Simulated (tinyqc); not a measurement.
Inside a calculation. Method: FCI on RHF in the 6-31g basis, for H2, spin multiplicity 1. One step of it, computed by the program tinyqc.

Task: Iteration 8 (converged): orbitals. Diagonalise F' = X^T F X, C = X C', fill 1 alpha and 1 beta electrons from the bottom; D = 2 C_occ C_occ^T. Each column has its largest component positive (the first on a tie).

converged F (hartree):
```
           1H 1s      1H 2s      2H 1s      2H 2s
1H 1s  -0.021880  -0.498651  -0.545681  -0.505082
1H 2s  -0.498651  -0.336964  -0.505082  -0.375183
2H 1s  -0.545681  -0.505082  -0.021880  -0.498651
2H 2s  -0.505082  -0.375183  -0.498651  -0.336964
```

X:
```
           1H 1s      1H 2s      2H 1s      2H 2s
1H 1s   1.286675  -0.500317  -0.177340   0.069938
1H 2s  -0.500317   1.953538   0.069938  -0.996954
2H 1s  -0.177340   0.069938   1.286675  -0.500317
2H 2s   0.069938  -0.996954  -0.500317   1.953538
```

Give: F' = X^T F X; orbital energies; coefficients C; D after iteration 8.

Result:

F' = X^T F X (hartree):
```
         1        2        3        4
1   0.6262  -0.5793  -0.4982  -0.1076
2  -0.5793   0.2755  -0.1076  -0.2059
3  -0.4982  -0.1076   0.6262  -0.5793
4  -0.1076  -0.2059  -0.5793   0.2755
```

orbital energies (hartree): MO1 -0.5886, MO2 0.2320, MO3 0.7864, MO4 1.3738

coefficients C:
```
          MO1      MO2      MO3      MO4
1H 1s  0.3231   0.1273   0.7769  -1.1037
1H 2s  0.2778   1.6560  -0.6877   1.3315
2H 1s  0.3231  -0.1273   0.7769   1.1037
2H 2s  0.2778  -1.6560  -0.6877  -1.3315
```

D after iteration 8:
```
        1H 1s   1H 2s   2H 1s   2H 2s
1H 1s  0.2087  0.1795  0.2087  0.1795
1H 2s  0.1795  0.1543  0.1795  0.1543
2H 1s  0.2087  0.1795  0.2087  0.1795
2H 2s  0.1795  0.1543  0.1795  0.1543
```
